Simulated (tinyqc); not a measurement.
Tamm state at the end of a one-band chain: one step. Levels of the finite chain. Three cases, with inputs chosen for the exercise.

Task: Diagonalise; give the weight of each level on site 1.

Case 1.

H (eV), lower triangle:
```
,1,2,3,4,5,6,7
1,4.65000
2,-2.19000,0
3,0,-2.19000,0
4,0,0,-2.19000,0
5,0,0,0,-2.19000,0
6,0,0,0,0,-2.19000,0
7,0,0,0,0,0,-2.19000,0
```

Case 2.

H (eV), lower triangle:
```
,1,2,3,4,5,6,7
1,4.98000
2,-2.50000,0
3,0,-2.50000,0
4,0,0,-2.50000,0
5,0,0,0,-2.50000,0
6,0,0,0,0,-2.50000,0
7,0,0,0,0,0,-2.50000,0
```

Case 3.

H (eV), lower triangle:
```
,1,2,3,4,5,6
1,2.79000
2,-1.30000,0
3,0,-1.30000,0
4,0,0,-1.30000,0
5,0,0,0,-1.30000,0
6,0,0,0,0,-1.30000,0
```

Give: levels; weights on site 1.

Result:

Case 1.

levels (eV): -3.9825  -2.8592  -1.2056  0.6887  2.4864  3.8409  5.6813

weights on site 1: 0.0051  0.0190  0.0383  0.0565  0.0631  0.0397  0.7784

The split-off level differs from the half-infinite value by -0.074 meV, the pull of the far end.

Case 2.

levels (eV): -4.5480  -3.2704  -1.3894  0.7667  2.8162  4.3701  6.2348

weights on site 1: 0.0055  0.0207  0.0419  0.0626  0.0721  0.0489  0.7484

The split-off level differs from the half-infinite value by -0.180 meV, the pull of the far end.

Case 3.

levels (eV): -2.2848  -1.4119  -0.1831  1.1142  2.1600  3.3956

weights on site 1: 0.0077  0.0283  0.0544  0.0720  0.0541  0.7835

The split-off level differs from the half-infinite value by -0.179 meV, the pull of the far end.

Computed by tinyqc, one run a case: `OMP_NUM_THREADS=1 python tinyqc.py N N+1 out.jsonl` with N = 1450845, 1450856, 1451733; one thread of a shared Intel(R) Xeon(R) Processor @ 2.30GHz, about 0.01 s a run at most.
